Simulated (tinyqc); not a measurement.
Equal gaps, different models: fitting sp3s* parameters to three gaps by Newton steps.

sp3s* tight binding, nearest neighbours only: anion (a) at 0, cation (c) at a/4 (1,1,1), orbitals s, px, py, pz, s* on each; k in units of 2 pi/a. With phases e_j = exp(i (pi/2) k.n_j) for n = (1,1,1), (1,-1,-1), (-1,1,-1), (-1,-1,1): g0 = (e1+e2+e3+e4)/4, g1 = (e1+e2-e3-e4)/4, g2 = (e1-e2+e3-e4)/4, g3 = (e1-e2-e3+e4)/4. The diagonal holds the levels Esa, Epa, Exa (s*) and Esc, Epc, Exc. Anion-cation block: <sa|sc> = Vss g0; <sa|xc> = Vsapc g1; <xa|sc> = -Vscpa g1; <xa|xc> = Vxx g0; <xa|yc> = <ya|xc> = Vxy g3, <xa|zc> = <za|xc> = Vxy g2, <ya|zc> = <za|yc> = Vxy g1; <s*a|xc> = Vxapc g1; <xa|s*c> = -Vpaxc g1; y and z take g2 and g3 in place of g1; s-s* and s*-s* vanish.

Gaps are level 5 at Gamma, X = (1,0,0) and L = (1/2,1/2,1/2) less level 4 at Gamma; no spin-orbit coupling. Free parameters: Esc, Vxapc and Vpaxc. H is linear in them, so by Hellmann-Feynman J_ij = <u|dH/dp_j|u> for level 5 at point i less the same for level 4 at Gamma. Newton: p(new) = p + J^-1 (target - gaps); stop when all misses are below 1e-7 eV.

Constants: hbar^2/2m0 = 3.80998211 eV angstrom^2.

Values chosen for the exercise (out of a larger set: near a published set for GaAs, fitted to gaps, whose masses and valley positions are rough; not measured data):
```
symbol  value                                                                                          unit      meaning
p       (-8.314, 1.041, -2.657, 3.674, 8.612, 6.718, -6.448, 1.962, 5.094, 4.482, 5.796, 4.86, 4.798)  eV        start, order Esa, Epa, Esc, Epc, Exa, Exc, Vss, Vxx, Vxy, Vsapc, Vscpa, Vxapc, Vpaxc
tg      (1.4401, 1.9562, 1.6425)                                                                       eV        target gaps at Gamma, X, L
a       5.652                                                                                          angstrom  lattice constant
```

The same three targets are met with other triples of free parameters (those for which Newton converges within 3 eV of the start). Not fitted: level 5 at K = (3/4,3/4,0) above Ev, the spacing of levels 6 and 5 at X, the depth of level 2 at X below Ev, the valence width at Gamma, and the mass c q^2/(E(q) - E(0)) of level 5 along [100], q = 0.002 (2 pi/a), c = hbar^2/2m0.

Unfitted results:
```
free parameters    largest change (eV)  K (eV)  X spacing (eV)  level 2 at X (eV)  valence width (eV)  mass (m0)
start                            0.000   1.989           0.358              7.501              12.521     0.1195
Vss, Vxapc, Vpaxc                0.132   1.923           0.423              7.506              12.401     0.1081
Esc, Vxapc, Vpaxc                0.270   1.931           0.544              7.531              12.574     0.1091
Vss, Vsapc, Vpaxc                0.217   1.932           0.572              7.444              12.401     0.1100
Esa, Vxapc, Vscpa                0.412   1.926           0.463              7.540              12.813     0.1065
Vss, Exa, Exc                    0.243   1.923           0.415              7.503              12.401     0.1081
Esc, Vsapc, Exc                  1.325   1.939           0.786              7.546              12.574     0.1110
```

What can be read from this table?

All fitted rows have the same three gaps, yet they spread by 16 meV at K, 371 meV in the X spacing, 101 meV in level 2 at X, 412 meV in the valence width and 4.2 % in the mass. The smallest change of parameters, 0.132 eV, is that of Vss, Vxapc, Vpaxc. A fit fixes what it was given and leaves the rest to the choice of free parameters.

Program tinyqc; command `OMP_NUM_THREADS=1 python tinyqc.py 1452362 1452363 out.jsonl`; about 0.1 s on one thread of a shared Intel(R) Xeon(R) Processor @ 2.30GHz.
